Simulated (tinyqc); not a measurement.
## Length offset and series resistance from crossing lines

Problem. R_total = Rs + k (L - dL)/Vo with constant Rs, dL and k. Find k, dL and Rs.

R_total at (L, Vo) = (30, 0.43), (90, 0.43), (30, 0.74) and (90, 0.74), L in nm and Vo in V (ohm um): [475.44186, 838.23256, 418.70270, 629.51351]

Answer. At each overdrive R is a straight line in L with slope k/Vo; the two lines cross at L = dL, R = Rs.

k = 2.600 ohm um V/nm
dL = 7.600 nm
Rs = 340.0 ohm um

Numbers from tinyqc (`OMP_NUM_THREADS=1 python tinyqc.py 2282212 2282213 out.jsonl`; about 0.03 s on one thread of a shared Intel Xeon 2.30GHz).
